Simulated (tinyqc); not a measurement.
Which single mass stands for the valley: donor in an ellipsoidal valley (Kohn-Luttinger variational method). Computed by tinyqc, a small Python program. Command: `OMP_NUM_THREADS=1 python tinyqc.py 3026626 3026627 out.jsonl kohnlutt walk`. One thread of a shared host (Intel(R) Xeon(R) Processor @ 2.30GHz), about 0.03 s of CPU time with the checks.

H = -(d^2/dx^2 + d^2/dy^2) - gamma d^2/dz^2 - 2/r in units built on m_t, with gamma = m_t/m_l and z along the valley axis. One valley; no valley-orbit or central-cell term.

Inputs (values chosen for the exercise, modelled on silicon): transverse mass m_t = 0.193 m_0; longitudinal mass m_l = 0.892 m_0; dielectric constant eps = 11.8.

Constants: Ry = 13.605693123 eV; a_0 = 0.529177210903 angstrom.

Method:
- Ry* = Ry m_t/eps^2, a* = a_0 eps/m_t, gamma = m_t/m_l.
- Trial function exp(-sqrt((x^2 + y^2)/a^2 + z^2/b^2)) with beta = b/a < 1: E = t/a^2 - u/a, t = (2 + gamma/beta^2)/3, u = 2 arcsin(sqrt(1 - beta^2))/sqrt(1 - beta^2); the best a is 2 t/u and E(beta) = -u^2/(4 t).
- Golden-section search on beta from 0.05 to 0.999, 60 steps.
- Gaussian basis: g = P exp(-al (x^2 + y^2) - be z^2) with P = 1 (s-like), z (2p0) or x (2p+-); al = 0.004 x 2.6^k, k = 0..11, and be/al = 1, gamma^(-1/2) or 1/gamma (36 functions); 1/r = (2/sqrt(pi)) int exp(-t^2 r^2) dt by 48 Gauss-Legendre points after t = sqrt(al_i + al_j) tan(theta); overlap eigenvalues below 1e-10 are dropped.
- A hydrogenic level is Ry m/eps^2 for one mass m; errors are against the Gaussian basis.

gamma = 0.216368

1s binding energy, Gaussian basis = 29.2747 meV

1s binding energy, trial function = 29.2376 meV

1s binding energy:
```
rule                                      mass (m_0)  binding (meV)  error (%)
transverse mass                              0.19300         18.859     -35.58
conductivity mass 3/(2/m_t + 1/m_l)          0.26124         25.527     -12.80
density-of-states mass (m_t^2 m_l)^(1/3)     0.32148         31.414       7.31
longitudinal mass                            0.89200         87.161     197.73
trial function with a and b                        -         29.238      -0.13
mass that fits 1s                            0.29960         29.275       0.00
```

What does the comparison show, and why?

The conductivity mass, which is what a spherical trial function (a = b) gives, falls short by 12.8 %, as a restricted variational bound must; the density-of-states mass is off by +7.3 %. The mass that fits lies between the two.

Extremes, crossings and ranges named in words are read from the listed rows.
